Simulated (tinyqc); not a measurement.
Inside a calculation: overlap of hydrogenic dopants: pairs, impurity band and the Mott density. Values are carried at full precision from step to step, so a last printed digit may differ when a step is redone from the rounded ones.

Ry* = Ry m/eps^2, aB = a0 eps/m. For 1s orbitals a distance rho = R/aB apart, in Ry*: overlap S = exp(-rho)(1 + rho + rho^2/3), J = (2/rho)(1 - (1 + rho) exp(-2 rho)) (attraction to the other ion), Kx = 2 (1 + rho) exp(-rho) (exchange of one electron). One electron on a pair has E = -1 - (J +/- Kx)/(1 +/- S), without the repulsion 2/rho of the ions. Hopping after orthogonalisation: t = (Kx - S J)/(1 - S^2), half the splitting. Dopants on a lattice with z neighbours, n = 1/R^3 (simple cubic), give a band of width B = 2 z t, as on any lattice of two interpenetrating sublattices. Valleys, central cells and disorder are left out.

Constants: Ry = 13.60569312 eV; a0 (Bohr radius) = 0.5291772105 angstrom; hbar = 6.58211957e-16 eV s.

Inputs chosen for the exercise (an isotropic mass and dielectric constant of the size used for acceptors in Si; shifted at random, so the results belong to these values and not to a real crystal): m = 0.414 m0 (mass); eps = 11.3 (dielectric constant); N = 0.021 1/aB^3 (dopant density); rho = 2.1 aB (distance of a pair); u = 1.25 Ry* (cost of a second electron on one dopant); z = 6 (neighbours in the dopant lattice).

## Scales

Form Ry*, aB, and the density N in 1/cm^3 (1/angstrom^3 = 1e24/cm^3).

Ry* = 44.113 meV
aB = 14.444 angstrom
density = 6.969e+18 1/cm^3

## A pair with one electron

Form S, J, Kx, the two levels, t, and the total energy of the lower state with the repulsion, relative to a distant pair (-1).

S, J, Kx: [0.55963, 0.90811, 0.75923]

levels (Ry*): even -2.06906, odd -1.33807

t = 0.36550 Ry*
energy of the pair against a distant one (negative: bound) = -0.11668 Ry*

In this host the pair is 3.0 nm long and its splitting 2t is 32.25 meV.

## The pair with two electrons (two-site Hubbard model)

t is the hopping between the two dopants. Singlet at (u - sqrt(u^2 + 16 t^2))/2 below the triplet at 0; estimate 4 t^2/u; weight of double occupancy (1 - u/sqrt(u^2 + 16 t^2))/2; swap time pi hbar/Jx with Jx the splitting in eV. t and u are in units of Ry*.

singlet-triplet splitting (meV): exact 14.86, 4 t^2/u 18.86

double occupancy = 0.1751
swap time = 0.139 ps

The estimate is 26.9 % too high at 4t/u = 1.17.

## The impurity band at this density

Form R/aB, t, B = 2 z t and N^(1/3) aB. Two estimates of the gap between the Hubbard bands: u - B (rigid bands, closing at B = u) and the Hubbard-III rule, which closes at B = (2/sqrt3) u; give B/u.

R/aB = 3.6246
t = 0.12157 Ry*

B: in Ry* 1.459, in meV 64.354

N^(1/3) aB = 0.2759
B/u = 1.167

Both rules close the gap: a metal (at such spacings hopping beyond nearest neighbours, left out, counts too). Mott's screening rule, N^(1/3) aB = 0.26, puts this density on the metallic side.

## Checks

- Overlap S against numerical integration in elliptic coordinates: both 0.55963.

Computed by tinyqc, a small Python program: `OMP_NUM_THREADS=1 python tinyqc.py 1452841 1452842 out.jsonl` (the numbers bound the seed that draws the inputs); one thread of a shared host (Intel(R) Xeon(R) Processor @ 2.30GHz), about 0.01 s for the whole set of steps.
